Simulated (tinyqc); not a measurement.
Inputs raised by 2 %, one at a time: single-oscillator infrared dielectric function of a polar cubic crystal. Computed by tinyqc, a small Python program. Command: `OMP_NUM_THREADS=1 python tinyqc.py 3020753 3020754 out.jsonl infrared sens`. One thread of a shared host (Intel(R) Xeon(R) Processor @ 2.30GHz), about 0.01 s of CPU time with the checks.

One ion pair, charges +Z* and -Z*, in a cell of volume Omega = a^3/4. Frequencies omega are given as wavenumbers (1/cm); eps_s is the static dielectric constant.

Inputs (values chosen for the exercise, modelled on indium arsenide):
```
quantity                          value      unit
lattice constant a                6.058  angstrom
mass M_A                         114.82         u
mass M_B                          74.92         u
omega_TO                            217      1/cm
Born charge Z*                     2.55         e
eps_inf                            12.2         -
eps_m of the surrounding medium       1         -
```

Structure: zinc blende. Free carriers: absent.

Constants: nu for 1 eV/(angstrom^2 u) = 15.6333042 THz; 1 THz = 33.35640952 1/cm; e^2/(4 pi eps_0) = 14.39964548 eV angstrom.

Method. mu = M_A M_B/(M_A + M_B); ionic plasma term W^2 = 4 pi Z*^2 (e^2/(4 pi eps_0))/(Omega mu) in eV/(angstrom^2 u), turned into 1/cm by W = 15.6333042 x 33.35640952 x sqrt(W^2); omega_LO^2 = omega_TO^2 + W^2/eps_inf; eps_s = eps_inf + W^2/omega_TO^2; Szigeti charge 3 Z*/(eps_inf + 2); longitudinal (Callen) charge Z*/eps_inf. Without damping, eps(omega) = -x eps_m gives omega^2 = omega_TO^2 (eps_s + x eps_m)/(eps_inf + x eps_m): x = 1 for a flat surface at large wave vector, x = 2 for the dipole mode of a small sphere. The reflectivity R for light from vacuum (not from the medium eps_m) vanishes where eps = 1, omega^2 = omega_TO^2 (eps_s - 1)/(eps_inf - 1).

Runs:
```
input moved                        from       to  omega_LO (1/cm)   eps_s  Szigeti charge (e)  sphere mode (1/cm)
base run                              -        -           239.78  14.896             0.53873              236.71
lattice constant a (angstrom)     6.058  6.17916           238.53  14.741             0.53873              235.62
mass M_A (u)                     114.82  117.116           239.62  14.876             0.53873              236.56
mass M_B (u)                      74.92  76.4184           239.53  14.864             0.53873              236.48
omega_TO (1/cm)                     217   221.34           243.72  14.792             0.53873              240.69
Born charge Z* (e)                 2.55    2.601           240.66  15.005             0.54951              237.47
eps_inf                            12.2   12.444           239.36  15.140             0.52963              236.39
eps_m of the surrounding medium       1     1.02           239.78  14.896             0.53873              236.66
```

Exponents ln(y'/y) / ln(x'/x):
```
input                            omega_LO   eps_s  Szigeti charge  sphere mode
lattice constant a                 -0.265  -0.530            0.00       -0.233
mass M_A                           -0.035  -0.071            0.00       -0.031
mass M_B                           -0.054  -0.109            0.00       -0.048
omega_TO                            0.822  -0.356            0.00        0.843
Born charge Z*                      0.184   0.368            1.00        0.162
eps_inf                            -0.090   0.820           -0.86       -0.068
eps_m of the surrounding medium     0.000   0.000            0.00       -0.011
```

Which inputs matter most for each result?

Among the inputs moved here: omega_LO answers most in size to omega_TO (exponent +0.822), next to lattice constant a (-0.265); its exponent is below 0.0005 for eps_m of the surrounding medium. eps_s answers most in size to eps_inf (exponent +0.820), next to lattice constant a (-0.530); its exponent is below 0.0005 for eps_m of the surrounding medium. Szigeti charge answers most in size to Born charge Z* (exponent +1.000), next to eps_inf (-0.860); its exponent is below 0.0005 for lattice constant a, mass M_A, mass M_B, omega_TO, eps_m of the surrounding medium. Its exponent +1.000 in Born charge Z*: it is proportional to Z*. sphere mode answers most in size to omega_TO (exponent +0.843), next to lattice constant a (-0.233).
